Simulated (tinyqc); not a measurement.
Band gaps under pressure and temperature from deformation potentials, step by step. Values are carried at full precision from step to step, so a last printed digit may differ when a step is redone from the rounded ones.

Murnaghan: V/V0 = (1 + Bp P/B0)^(-1/Bp), B0 = (C11 + 2 C12)/3. Each gap moves by a ln(V/V0) with its volume potential a, and falls with temperature by aV T^2/(T + bV) (Varshni); the two effects are added. No change of phase is considered.

Inputs chosen for the exercise (near those of Si, the X and L potentials typical of such crystals; the results hold for these values, not for the real material):

| symbol | value | unit | meaning |
|---|---|---|---|
| C11 | 162.7 | GPa |  |
| C12 | 62.7 | GPa |  |
| Bp | 4.79 |  | pressure derivative of the bulk modulus |
| P | 1.3 | GPa | pressure |
| Eg | 4.152 | eV | gap at Gamma to the s-like level at 0 K, 0 GPa |
| EgX | 1.163 | eV | gap to X at 0 K, 0 GPa |
| EgL | 2.079 | eV | gap to L at 0 K, 0 GPa |
| aG | -12.42 | eV | volume potential of the Gamma gap |
| aX | 1.27 | eV | volume potential of the X gap |
| aL | -3.39 | eV | volume potential of the L gap |
| aV | (0.391, 0.458, 0.471) | meV/K | Varshni alpha of Gamma, X, L |
| bV | (121, 622, 288) | K | Varshni beta of Gamma, X, L |
| T | 400 | K | temperature |
| aT | 2.6 | 1e-6/K | linear thermal expansion near 300 K |

## Volume under pressure

Give B0, V/V0, ln(V/V0), the change of the lattice constant and the linear estimate -P/B0.

B0 = 96.03 GPa
V/V0 = 0.98697
ln(V/V0) = -0.01312
change of a = -0.436 %
-P/B0 = -0.01354

The stiffening under pressure makes the compression 3.1 % smaller than the linear estimate.

## Gaps at P and T

Give both shifts and the gaps.

pressure shifts (eV): Gamma 0.1629, X -0.0167, L 0.0445

temperature shifts (eV): Gamma -0.1201, X -0.0717, L -0.1095

gaps (eV): Gamma 4.1948, X 1.0746, L 2.0139

The lowest valley is X (indirect gap), 939 meV below L; at 0 K and 0 GPa it is X.

## Pressure coefficients

Expand in P: E = E0 + c1 P + c2 P^2 with c1 = -a/B0 and c2 = a Bp/(2 B0^2).

c1 (meV/GPa): Gamma 129.33, X -13.22, L 35.30

c2 (meV/GPa^2): Gamma -3.225, X 0.330, L -0.880

Gamma and L rise under pressure and X falls, as the signs of the volume potentials say.

## Pressures at which the valleys cross

Two gaps meet at ln(V/V0) = -(E_i - E_j)/(a_i - a_j), with the gaps at T and P = 0; then P = (B0/Bp)(exp(-Bp ln(V/V0)) - 1). A dash marks expansion or a compression beyond ln(V/V0) = -0.3.

Crossings:

| pair | E_i - E_j (eV) | ln(V/V0) | P (GPa) |
|---|---|---|---|
| Gamma-X | 2.9406 | 0.2148 | - |
| Gamma-L | 2.0625 | 0.2284 | - |
| L-X | 0.8782 | 0.1884 | - |

The lowest valley stays X down to ln(V/V0) = -0.3, far beyond the phase change of the real crystal near 12 GPa.

## How much of dE/dT is thermal expansion

At 300 K: dE/dT = -aV T (T + 2 bV)/(T + bV)^2; expansion alone gives 3 aT a; the rest is electron-phonon coupling.

dE/dT (meV/K): Gamma -0.3587, X -0.2496, L -0.3580

from expansion (meV/K): Gamma -0.0969, X 0.0099, L -0.0264

remainder (meV/K): Gamma -0.2618, X -0.2595, L -0.3316

Expansion supplies 27 % of the slope at Gamma and 7 % at L; at X it works against the fall.

## Checks

- Slope of the Gamma gap at P = 0 by finite differences against c1 (meV/GPa): both 129.33.

Computed by tinyqc, a small Python program: `OMP_NUM_THREADS=1 python tinyqc.py 1051333 1051334 out.jsonl` (the numbers bound the seed that draws the inputs); one thread of a shared host (Intel(R) Xeon(R) Processor @ 2.30GHz), about 0.01 s for the whole set of steps.
